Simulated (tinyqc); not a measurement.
Admittance spectroscopy and thermally stimulated current of one trap level in a depletion layer. From step (C_lf - C_hf)/C_hf back to band bending V_b. Computed by tinyqc, a small Python program. Command: `OMP_NUM_THREADS=1 python tinyqc.py 3112359 3112360 out.jsonl admit inv`. One thread of a shared host (Intel(R) Xeon(R) Processor @ 2.30GHz), about 0.02 s of CPU time with the checks.

A Schottky junction on n-type material holds one donor-like electron trap; shallow donors are fully ionised and abrupt depletion edges are assumed.

Inputs (values chosen for the exercise, modelled on n-type GaAs):

| quantity | value | unit |
|---|---|---|
| dielectric constant eps | 13 | - |
| density-of-states mass m | 0.0673 | m_0 |
| shallow doping N | 4e+15 | 1/cm^3 |
| trap density N_t | 4.1e+14 | 1/cm^3 |
| trap depth E_t below the band | 0.371 | eV |
| capture cross section sigma | 1.7e-17 | cm^2 |
| test frequency f | 30000 | Hz |

Constants: k_B = 1.380649e-23 J/K; m_0 = 9.1093837015e-31 kg; h = 6.62607015e-34 J s; k_B = 8.617333262e-05 eV/K; eps_0 = 8.8541878128e-12 F/m; e = 1.602176634e-19 C.

Method:
- N_c = 2 (2 pi m k_B T/h^2)^(3/2), v_th = sqrt(3 k_B T/m), emission rate e_n = sigma v_th N_c exp(-E_t/(k_B T)).
- Where the level crosses the Fermi level capture equals emission, so the trap follows the signal with the rate 2 e_n; G/omega peaks at omega = 2 e_n (the correction for large N_t/N is left out).
- Solve 2 e_n(T_p) = 2 pi f.
- With E_c - E_F = k_B T_p ln(N_c/N): lambda = sqrt(2 eps eps_0 (E_t - (E_c - E_F))/(e^2 N)); traps are empty and charged for x < x_t = w - lambda, and V_b = e (N w^2 + N_t x_t^2)/(2 eps eps_0). High frequency: C_hf = eps eps_0/w. Low frequency: C_lf = eps eps_0 (N + N_t)/(N w + N_t x_t).

Task: A run gave the result below. Find the band bending V_b, known to lie between 0.68 and 1.5 V.

step (C_lf - C_hf)/C_hf = 0.03626406

Result:

Each step takes the trial c = (a f_b - b f_a)/(f_b - f_a), f being the result less the target and a, b, c the logarithms of the listed values; c replaces end b, the old b replaces a if the sign of f changed, and otherwise f_a is halved.

Scan of the range:

| band bending V_b (V) | step (C_lf - C_hf)/C_hf |
|---|---|
| 0.680 | 0.0465427 |
| 0.776 | 0.0435120 |
| 0.885 | 0.0406981 |
| 1.010 | 0.0380585 |
| 1.150 | 0.0356361 |
| 1.310 | 0.0333638 |
| 1.500 | 0.0311578 |

False position (Illinois rule, in the logarithm of the input) inside the bracket:

| step | end a | end b | trial | step (C_lf - C_hf)/C_hf |
|---|---|---|---|---|
| 1 | 1.01000 | 1.15000 | 1.11194 | 0.0362485 |
| 2 | 1.01000 | 1.11194 | 1.11012 | 0.0362786 |
| 3 | 1.11194 | 1.11012 | 1.11100 | 0.0362641 |
| 4 | 1.11012 | 1.11100 | 1.11100 | 0.0362641 |

Step (C_lf - C_hf)/C_hf falls at every point of a 13-point scan of the range (every second point is shown), so one value fits; it is bracketed by 1.01 and 1.15. Answer: band bending V_b = 1.111 V.
